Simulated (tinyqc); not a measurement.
Inside a calculation: phonon-assisted absorption at an indirect gap. Values are carried at full precision from step to step, so a last printed digit may differ when a step is redone from the rounded ones.

alpha(E) = sum_j A_j [N_j (E - Eg + w_j)^2 + (N_j + 1)(E - Eg - w_j)^2], each bracket counted only where its base is positive; N_j = 1/(exp(w_j/kB T) - 1). The first term absorbs a phonon and the second emits one; excitons and direct transitions are left out.

Constants: kB = 8.617333262e-05 eV/K.

Inputs chosen for the exercise (loosely those of SiGe at room temperature; Eg is not tied to T; shifted at random, so the results belong to these values and not to a real crystal): Eg = 0.969 eV (indirect gap, held fixed unless listed); w = (51.1, 15.6) meV (two zone-edge phonons); A = (3700, 510) 1/(cm eV^2) (their strengths); T = 500 K; E = 1.298 eV (photon energy); nr = 3.76 (refractive index); d = 0.9 micrometre (thickness); xj = 0.078 micrometre (dead layer at the surface); W = 4.3 micrometre (depleted width); L = 4.9 micrometre (minority diffusion length below it).

## The four branches at one energy

Evaluate the occupations and each term.

N_j: 0.4398  2.292

terms with phonon absorption (1/cm): 235.1  138.8

terms with phonon emission (1/cm): 411.4  164.9

alpha = 950.2 1/cm
wavelength hc/E (hc = 1239.841984 eV nm) = 955.2 nm

Phonon absorption supplies 39.3 % of alpha; the depth 1/alpha is 10.5 micrometre.

## What a slab does with it

Slab of thickness d in air, incoherent passes: R = ((nr - 1)/(nr + 1))^2, x = exp(-alpha d); transmitted Tr = (1 - R)^2 x/(1 - R^2 x^2), reflected Rt = R + (1 - R)^2 R x^2/(1 - R^2 x^2), absorbed Ab = (1 - R)(1 - x)/(1 - R x).

d in cm is 1e-4 times the value in micrometres.

R = 0.3362
x = 0.9180
Tr = 0.4471
Rt = 0.4742
Ab = 0.0787

A single pass would absorb (1 - R)(1 - x) = 0.0544; the back face adds 0.0243.

## Quantum efficiency of a diode

Photodiode (Gaertner form with a dead layer): QE = (1 - R) exp(-alpha xj) [1 - exp(-alpha W)/(1 + alpha L)], R = ((nr - 1)/(nr + 1))^2; responsivity = QE/E in A/W for E in eV.

Evaluate the factors; 1 micrometre = 1e-4 cm.

passes the dead layer = 0.9926
collected share = 0.5465
QE = 0.3601
responsivity = 0.2774 A/W

Without diffusion from below the collected share would be 0.3354.

## Checks

- Tr + Rt + Ab against 1: both 1.000000.

tinyqc: `OMP_NUM_THREADS=1 python tinyqc.py 1652648 1652649 out.jsonl`; about 0.01 s, one thread, shared Intel(R) Xeon(R) Processor @ 2.30GHz.
